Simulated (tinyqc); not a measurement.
# Rectangular fin or nanosheet with a gate all round, subbands and threshold shift from confinement: effects of single changes

Undoped body with a flat potential across it, hard walls, transport along x. One isotropic valley (g = 1, mx = my = mz = me). Non-parabolicity enters the subband edges through E (1 + al E) = gamma, so E = 2 gamma/(1 + sqrt(1 + 4 al gamma)); motion within a subband is taken as parabolic with the band-edge mass. Energies are counted from the bulk band edge.

Inputs (values chosen for the exercise); masses close to those of GaN:
```
symbol,value,unit,meaning
T,400,K,temperature
me,0.2,m0,mass at the band edge
al,0.17,1/eV,non-parabolicity
t,7.6,nm,width (along y)
dl,0.3,nm,widening of the box by penetration into the insulator
Cg,2.3,uF/cm^2,gate capacitance per area of interface
H,7.6,nm,height (along z)
```

Constants: q = 1.602176634e-19 C, kB = 1.380649e-23 J/K, hbar = 1.054571817e-34 J s, m0 = 9.1093837015e-31 kg, Vt = kB T/q, hbar^2/(2 m0) = 0.0380998212 eV nm^2. Results are converted to the units shown.

Each table varies one quantity; the others keep the values above.

## Confinement against the height

gamma = C pi^2 [a^2/(my (t + dl)^2) + b^2/(mz (H + dl)^2)], C = hbar^2/(2 m0). Each subband has N_k = g sqrt(2 mx m0 kB T/(pi hbar^2)); without degeneracy n = exp(EF/Vt) sum N_k exp(-E_k/Vt). Classical value Nc times t H, Nc = sum over valleys of 2 g (m m0 kB T/(2 pi hbar^2))^1.5 with m = (mx my mz)^(1/3). Threshold shift dVT = Vt ln(classical value/sum N_k exp(-E_k/Vt)). With degeneracy n = sum N_k F((EF - E_k)/Vt), F(x) = (1/sqrt(pi)) int_0^infinity u^(-1/2) du/(1 + exp(u - x)); gate: Vg = EF + q n/(Cg P), P = 2 (t + H), summed over the 60 lowest subbands at most, with Vg counted from the value that would put EF at the bulk band edge of an empty body. The last two columns are for Vg = 0.6 V; sensitivity d(dVT)/dH by central differences between 0.99 and 1.01 times the value.

Confinement against the height:
```
H (nm)  E_1 (meV)  gap to the next edge (meV)  dVT (mV)  sensitivity (mV/nm)  n/P (cm^-2)  share of the lowest subband (%)
4.6         106.5                       86.01     80.00               -23.44     4.576e12                            53.56
6.2         73.70                       86.92     56.77               -8.698     5.061e12                            42.68
8.5         53.91                       70.69     44.42               -3.315     5.422e12                            33.57
12          42.25                       36.53     37.04               -1.343     5.730e12                            25.25
16          36.97                       20.89     33.23              -0.6765     5.924e12                            19.69
22          33.71                       11.19     30.40              -0.3296     6.089e12                            14.80
29          32.14                       6.492     28.69              -0.1805     6.198e12                            11.48
40          31.12                       3.435     27.28             -0.09108     6.294e12                            8.486
```

What does the comparison show?

As H grows from 4.6 to 40 nm, E_1 falls from 107 to 31.1 meV and dVT falls from 80.0 to 27.3 mV. E_1 goes as H^(-1.23) at the thin end; an error of 0.2 nm moves the threshold by 4.7 mV in the first row and 0.018 mV in the last. The charge per interface area rises from 4.58e12 to 6.29e12 cm^-2. In every row the charge in the last two columns would bend the potential across the body noticeably, which is left out.

## Charge and subband filling against gate voltage

Same model as above.

Each subband has N_k = g sqrt(2 mx m0 kB T/(pi hbar^2)). Cq = q dn/dEF.

Charge and subband filling against gate voltage:
```
Vg (V)  EF - E_1 (eV)  n (cm^-1)  n/P (cm^-2)  share of the lowest subband (%)  Cq/(Cg P)  total C/(Cg P)
-0.09         -0.1505    3.538e4     1.164e10                            85.47    0.02334         0.02281
0.04         -0.03769    7.873e5     2.590e11                            83.08     0.4430          0.3070
0.16          0.02880    3.123e6     1.027e12                            73.31      1.202          0.5459
0.29          0.07978    6.571e6     2.162e12                            58.18      1.910          0.6563
0.41           0.1180    1.014e7     3.336e12                            47.33      2.344          0.7010
0.54           0.1551    1.420e7     4.670e12                            39.46      2.665          0.7272
0.66           0.1864    1.807e7     5.942e12                            34.28      3.010          0.7506
0.79           0.2173    2.239e7     7.365e12                            30.01      3.404          0.7729
0.91           0.2436    2.648e7     8.710e12                            26.94      3.699          0.7872
```

EF passes E_1 = 0.0596 eV at Vg = 0.102 V. The share of the lowest subband falls from 85.5 to 26.9 % and the total capacitance rises from 0.0228 to 0.787 of Cg P. In the last row 22 % of an added gate voltage goes into raising EF (from the last two rows). For Vg = 0.16, 0.29, 0.41, 0.54, 0.66, 0.79, 0.91 the charge would bend the potential across the body noticeably, which is left out.

tinyqc, about 0.09 s, one thread, Intel Xeon 2.30GHz (shared host): `OMP_NUM_THREADS=1 python tinyqc.py 2350016 2350017 out.jsonl`
